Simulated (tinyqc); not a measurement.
Surface potential of a MOS transistor: implicit equation and explicit approximations: effect of the channel-body voltage at fixed gate voltage.

p-type body, charge-sheet picture, depletion and inversion only, full ionisation (an idealisation for deep acceptors), Boltzmann statistics (rough once Na exp(x - xn) passes about Nc/7). In units of Vt: xg = (Vg - Vfb)/Vt, x = psi/Vt, G = gamma/sqrt(Vt), xn = (2 phiF + Vc)/Vt. The implicit equation is (xg - x)^2 = G^2 [x - 1 + exp(x - xn)] for x above about 3. Cox = eps0 eox/tox.

ni = sqrt(Nc Nv) exp(-Eg/(2 Vt)), Eg in volts; phiF = Vt ln(Na/ni); gamma = sqrt(2 q eps0 eps_r Na)/Cox; VT = Vfb + Vt (xn + G sqrt(xn - 1)). Depletion value a = 1 + [sqrt(G^2/4 + xg - 1) - G/2]^2; inversion value b = xn + ln[(xg - xn)^2/G^2 - xn + 1] and first guess y = min(a, b) - ln(1 + exp(-|a - b|)) if a > xn + 1, else b = y = a; one second-order correction with D = exp(y - xn), p = 2 (xg - y) + G^2 (1 + D), w = (xg - y)^2 - G^2 (y - 1 + D): z = y + 2 w/(p + sqrt(p^2 - 2 (2 - G^2 D) w)), or the Newton step z = y + w/p where the root is not real. N_inv = (Cox Vt G/q) [sqrt(x - 1 + exp(x - xn)) - sqrt(x - 1)] at the root. Lambert form (Cox m Vt/q) W0[(G/(2 m sqrt(xn - 1))) exp((Vg - VT)/(m Vt))], m = 1 + G/(2 sqrt(xn - 1)). Errors under 1e-4 mV, and the linear form below VT, are printed as 0.

Parameters, values chosen for the exercise; band and dielectric values close to those of silicon:
- T = 300 K (temperature)
- Eg = 1.12 eV (band gap)
- eps_r = 11.6 (relative permittivity)
- Nc = 2.85e19 cm^-3 (conduction-band density of states at T)
- Nv = 2.61e19 cm^-3 (valence-band density of states at T)
- eox = 9.04 (relative permittivity of the gate insulator (close to aluminium oxide))
- tox = 53 nm (insulator thickness)
- Na = 3.8e16 cm^-3 (acceptor density)
- Vfb = -0.98 V (flat-band voltage)
- Vg = 1.03 V (gate-body voltage)

Constants: q = 1.602176634e-19 C, kB = 1.380649e-23 J/K, Vt = kB T/q, eps0 = 8.8541878128e-14 F/cm where lengths are in cm. Results are converted to the units shown.

Effect of the channel-body voltage at fixed gate voltage:
```
Vc (V)  psi (V)  x - xn  error of y (mV)  error of z (mV)  N_inv (cm^-2)  Cox (Vg - VT)/q (cm^-2)  Lambert form (cm^-2)
0        0.8842   4.029             8.32           -0.179       4.146e11                 5.533e11              4.243e11
0.2       1.061   3.153             12.3           -0.662       1.837e11                 2.891e11              1.879e11
0.4       1.194  0.5536             11.4           -0.163       1.438e10                 3.251e10              1.453e10
0.6       1.206  -6.743          7.75e-3                0        9.793e6                        0               8.643e6
0.8       1.206  -14.48                0                0           4277                        0                  2967
1         1.206  -22.22                0                0          1.868                        0                0.9482
```

Read the table: what changes, and by how much?

As Vc goes from 0 to 1, psi rises from 0.884 to 1.21 V, x - xn falls from 4.03 to -22.2 and N_inv falls from 4.15e11 to 1.87 cm^-2. The Lambert form lies between 0.508 and 1.02 times N_inv. psi follows Vc only while the surface is inverted; once x falls below xn it settles at the depletion value.

Numbers from tinyqc (`OMP_NUM_THREADS=1 python tinyqc.py 2122032 2122033 out.jsonl`; about 0.01 s on one thread of a shared Intel Xeon 2.30GHz).
